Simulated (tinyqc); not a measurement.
# Pinning factor and decay constant from two barriers

Inverse problem. phiB = S (phiM - chi) + (1 - S)(Eg - E0) with S = 1/(1 + (1/S0 - 1) exp(-be ti)). Find S0, S at the given thickness and be.

Inputs (values chosen for the exercise); semiconductor values close to those of gallium nitride; interlayer mass of the order of that in aluminium oxide, offset chosen freely:
```
symbol  value  unit                                         meaning
Eg       3.31    eV                                        band gap
chi      4.01    eV                               electron affinity
E0        2.4    eV  charge-neutrality level above the valence band
phiM     4.11    eV                             metal work function
```

phiB at ti = 0, 0.5 nm (eV): 0.4321  0.16651230

Answer. Each barrier gives its S by linear interpolation between the pinned and the unpinned value; the ratio of the two values of 1/S - 1 is exp(be ti).

S0 = 0.590
S = 0.918
be = 4.10 1/nm

Computed by the program tinyqc: `OMP_NUM_THREADS=1 python tinyqc.py 2270029 2270030 out.jsonl`, one thread of a shared Intel Xeon 2.30GHz, about 0.02 s for the whole run.
